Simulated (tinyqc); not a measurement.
Power iteration on a symmetric matrix, step by step. Computed by tinyqc, a small Python program that keeps every step. Settings: method = power, shift = 1.83. Command: `OMP_NUM_THREADS=1 python tinyqc.py 25825 25826 out.jsonl` (the two numbers bound the seeds that draw the settings). One thread of a shared host (Intel(R) Xeon(R) Processor @ 2.60GHz), about 0.01 s of CPU time with the checks.

A:
```
,1,2,3,4,5,6
1,0.270000,1.142000,1.368000,-0.359000,-0.232000,-0.581000
2,1.142000,0.397000,1.022000,-1.248000,-0.784000,-0.240000
3,1.368000,1.022000,1.886000,-0.090000,0.641000,0.278000
4,-0.359000,-1.248000,-0.090000,2.495000,-0.125000,0.777000
5,-0.232000,-0.784000,0.641000,-0.125000,3.284000,-1.305000
6,-0.581000,-0.240000,0.278000,0.777000,-1.305000,4.278000
```

Stop when the residual |A v - lambda v| is below 1e-9.

Steps:
```
step,lambda,residual
1,1.25234980,2.11e+00
2,0.92105486,2.45e+00
3,1.46267856,2.86e+00
4,2.42554957,3.05e+00
5,3.42613104,2.89e+00
6,4.21831056,2.46e+00
7,4.74091195,1.96e+00
8,5.05022198,1.51e+00
9,5.22376939,1.15e+00
10,5.31930232,8.65e-01
11,5.37188108,6.54e-01
12,5.40108585,4.97e-01
13,5.41752077,3.79e-01
14,5.42689894,2.91e-01
15,5.43232114,2.24e-01
16,5.43549277,1.73e-01
17,5.43736631,1.34e-01
18,5.43848204,1.04e-01
19,5.43915080,8.11e-02
20,5.43955371,6.32e-02
21,5.43979744,4.93e-02
22,5.43994532,3.85e-02
23,5.44003526,3.01e-02
24,5.44009006,2.35e-02
25,5.44012350,1.84e-02
26,5.44014392,1.44e-02
27,5.44015641,1.13e-02
28,5.44016404,8.81e-03
29,5.44016871,6.89e-03
30,5.44017157,5.39e-03
```

Can the last value be used, and what does the course show?

Not by the stop rule, although the second column moves by less than 1e-05 over the last three steps. Not converged in 30 steps: the residual falls only by the ratio of the two largest distances of eigenvalues from the shift, 0.78 a step. all eigenvalues, for comparison: -0.995902  -0.616749  1.903559  2.978503  3.900413  5.440176.
